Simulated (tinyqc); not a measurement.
Lorentz oscillators and the Kramers-Kronig relations: one step. Optical constants. Five cases, with inputs chosen for the exercise.

Problem. Convert eps at the photon energy E into the optical constants.

n + i k = sqrt(eps1 + i eps2) with k >= 0; R = ((n - 1)^2 + k^2)/((n + 1)^2 + k^2) at normal incidence from vacuum; alpha = 2 E k/(hbar c), times 1e8 for 1/cm; loss function Im(-1/eps) = eps2/(eps1^2 + eps2^2).

Constants: hbar c = 1973.269805 eV angstrom.

Give: n; k; R; alpha; loss function; vacuum wavelength hc/E (hc = 1239.841984 eV nm).

Case 1.

Values chosen: E = 2.52 eV (photon energy).
eps(E) = -0.190405+5.547608i

Solution.

n = 1.6371
k = 1.6943
R = 0.3335
alpha = 4.33e+05 1/cm
loss function = 0.1800
vacuum wavelength hc/E (hc = 1239.841984 eV nm) = 492.0 nm

The intensity falls to 1/e within 23.1 nm. eps1 is negative, so k exceeds n, as in a metal below its plasma energy; R is 0.33.

Case 2.

Values chosen (out of a larger set: line positions loosely like those of Ge; Lorentz tails absorb below the gap, where the real solid is clear; not measured data): E = 4.05 eV (photon energy).

eps(E) = 7.476886+16.015204i

Solution.

n = 3.5462
k = 2.2581
R = 0.4495
alpha = 9.27e+05 1/cm
loss function = 0.0513
vacuum wavelength hc/E (hc = 1239.841984 eV nm) = 306.1 nm

The intensity falls to 1/e within 10.8 nm.

Case 3.

Values chosen (out of a larger set: line positions loosely like those of Ge; Lorentz tails absorb below the gap, where the real solid is clear; not measured data): E = 7.04 eV (photon energy).

eps(E) = -4.027194+0.886179i

Solution.

n = 0.2195
k = 2.0188
R = 0.8422
alpha = 1.44e+06 1/cm
loss function = 0.0521
vacuum wavelength hc/E (hc = 1239.841984 eV nm) = 176.1 nm

The intensity falls to 1/e within 6.94 nm. eps1 is negative, so k exceeds n, as in a metal below its plasma energy; R is 0.84.

Case 4.

Values chosen (out of a larger set: line positions loosely like those of SiO2; Lorentz tails absorb below the gap, where the real solid is clear; not measured data): E = 12.5 eV (photon energy).

eps(E) = 0.415845+1.668672i

Solution.

n = 1.0333
k = 0.8074
R = 0.1364
alpha = 1.02e+06 1/cm
loss function = 0.5642
vacuum wavelength hc/E (hc = 1239.841984 eV nm) = 99.2 nm

The intensity falls to 1/e within 9.78 nm.

Case 5.

Values chosen (out of a larger set: line positions loosely like those of SiC; Lorentz tails absorb below the gap, where the real solid is clear; not measured data): E = 10.55 eV (photon energy).

eps(E) = -4.590828+3.158370i

Solution.

n = 0.7005
k = 2.2542
R = 0.6486
alpha = 2.41e+06 1/cm
loss function = 0.1017
vacuum wavelength hc/E (hc = 1239.841984 eV nm) = 117.5 nm

The intensity falls to 1/e within 4.15 nm. eps1 is negative, so k exceeds n, as in a metal below its plasma energy; R is 0.65.

Computed by tinyqc, one run a case: `OMP_NUM_THREADS=1 python tinyqc.py N N+1 out.jsonl` with N = 1651652, 1651709, 1651874, 1651944, 1652158; one thread of a shared Intel(R) Xeon(R) Processor @ 2.30GHz, about 0.2 s a run at most.
